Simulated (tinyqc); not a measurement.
What moves the results: Wannier-Stark ladder of a miniband. A value that a table varies takes the place of the one given here.

One state in each well j = -(Nw - 1)/2 ... (Nw - 1)/2: H_jj = j e F d, H_(j,j+1) = -W/4; 1 kV/cm = 0.01 meV/angstrom. In an infinite chain the levels are j e F d and the state of well 0 has amplitude J_j(x) in size on well j, x = W/(2 e F d).

Constants: hbar = 6.58211957e-16 eV s.

Values chosen for the exercise (near those of a GaAs/AlGaAs superlattice; shifted at random, so the results belong to these values and not to a real crystal):
- W = 25 meV (miniband width)
- d = 59 angstrom (period)
- Nw = 11 (wells)
- Fs = (4.4, 6.1, 8.3, 12, 18, 31, 66) kV/cm (fields)
- G = 12 meV (hbar/tau)
- F = 8.8 kV/cm (field)

## Raising the field

Infinite-chain weights beside the middle spacing of the finite stack.

Results:

| F (kV/cm) | e F d (meV) | x | J_0^2 | J_1^2 | J_2^2 | middle spacing/(e F d) |
|---|---|---|---|---|---|---|
| 4.4 | 2.60 | 4.815 | 0.056 | 0.091 | 0.012 | 1.1547 |
| 6.1 | 3.60 | 3.473 | 0.142 | 0.022 | 0.213 | 1.0217 |
| 8.3 | 4.90 | 2.553 | 0.006 | 0.234 | 0.205 | 1.0019 |
| 12 | 7.08 | 1.766 | 0.130 | 0.337 | 0.089 | 1.0001 |
| 18 | 10.62 | 1.177 | 0.466 | 0.242 | 0.024 | 1.0000 |
| 31 | 18.29 | 0.683 | 0.786 | 0.104 | 0.003 | 1.0000 |
| 66 | 38.94 | 0.321 | 0.949 | 0.025 | 0.000 | 1.0000 |

What can be read from the table?

J_0 vanishes at x = 2.405, F = 8.8 kV/cm, where the line at j = 0 disappears; J_0^2 overtakes J_1^2 for good at x = 1.435, F = 14.8 kV/cm, and reaches 0.95 in the last row. The 11 wells reproduce the middle spacing of the even ladder to 1 % from 8.3 kV/cm on, where the swing W/(e F d) = 2x is 5.1 periods. The lines are seen apart only where e F d exceeds their width, usually a few meV.

## Drift velocity with scattering

Esaki-Tsu: v = v0 y/(1 + y^2), y = e F d/G, v0 = W d/(2 hbar), at zero temperature; 1 angstrom/s = 1e-8 cm/s, 1 kV/cm = 0.01 meV/angstrom. The last column is dv/dF in cm^2/(V s).

Results:

| y | F (kV/cm) | v (1e6 cm/s) | dv/dF |
|---|---|---|---|
| 0.1 | 2.03 | 1.11 | 535 |
| 0.3 | 6.10 | 3.08 | 422 |
| 0.6 | 12.20 | 4.94 | 191 |
| 1.0 | 20.34 | 5.60 | 0 |
| 1.5 | 30.51 | 5.17 | -65 |
| 2.5 | 50.85 | 3.86 | -55 |
| 4.0 | 81.36 | 2.64 | -29 |

v0 = 11.20 x 1e6 cm/s
field at y = 1 = 20.34 kV/cm

What can be read from the table?

The velocity peaks at v0/2 = 5.60 x 1e6 cm/s at 20.34 kV/cm and then falls: negative differential velocity, steepest at y = sqrt3 with -v0/(8 Fc) = -69 cm^2/(V s). The low-field mobility is v0/Fc = 551 cm^2/(V s). At the peak the swing is W/G = 2.1 periods, too few for the semiclassical picture to be safe.

## What each parameter does

e F d, x, J_0(x)^2 and the lowest level of the finite stack. Each row changes one parameter from the base and keeps the others.

Results:

| case | e F d (meV) | x | J_0^2 | lowest level (meV) |
|---|---|---|---|---|
| base | 5.19 | 2.408 | 0.000 | -31.16 |
| W = 31 meV | 5.19 | 2.985 | 0.065 | -33.18 |
| d = 51 angstrom | 4.49 | 2.785 | 0.032 | -28.06 |
| F = 12.3 kV/cm | 7.26 | 1.722 | 0.148 | -40.52 |
| Nw = 13 | 5.19 | 2.408 | 0.000 | -36.35 |

How do the results move?

The largest shifts from the base row, up to three for each result and ties (the steps differ in size, so this ranks the rows, not the parameters). e F d (meV): F +2.07, d -0.70; unchanged at the printed digits by W and Nw. x: F -0.685, W +0.578, d +0.378; unchanged at the printed digits by Nw. J_0^2: F +0.148, W +0.065, d +0.032; unchanged at the printed digits by Nw. lowest level (meV): F -9.36, Nw -5.19, d +3.10.

Program tinyqc; command `OMP_NUM_THREADS=1 python tinyqc.py 1250538 1250539 out.jsonl`; about 0.01 s on one thread of a shared Intel(R) Xeon(R) Processor @ 2.30GHz.
